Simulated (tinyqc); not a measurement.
A ladder of methods, and size consistency: correlation methods against full CI in the 6-31g basis, for H4, spin multiplicity 1. Computed by the program tinyqc with PySCF. All electrons correlated; +Q is the Davidson correction (1 - c0^2) E_corr. The last columns treat two copies 100 angstrom apart as one system. FCI is the lowest singlet.

Geometry (angstrom):
```
atom       x       y       z
H     0.0000  0.0000  0.0000
H     0.0000  0.0000  0.9290
H     0.0000  1.5830  0.0000
H     0.0000  1.5830  0.9290
```

RHF energy of one = -2.157091 hartree

Correlation energies (hartree):
```
method   E_corr of one  share of FCI (%)  E_corr of two at 100 angstrom  two minus twice one (mhartree)
MP2           -0.04283            66.173                       -0.08566                           0.000
CISD          -0.06314            97.553                       -0.12076                           5.523
CISD+Q        -0.06619           102.259                       -0.13080                           1.573
CCSD          -0.06466            99.901                       -0.12932                           0.000
CCSD(T)       -0.06470            99.959                       -0.12940                           0.000
FCI           -0.06473           100.000                              -                               -
```

What does the comparison show, and why?

MP2 recovers 66 %, CISD 97.6 % and CCSD 99.9 % of the FCI value (c0^2 = 0.952 in CISD). MP2 and coupled cluster are size consistent, so their last column vanishes; CISD loses 5.52 mhartree, since a double excitation on each copy is a quadruple of the pair, and the Davidson correction leaves +1.57.
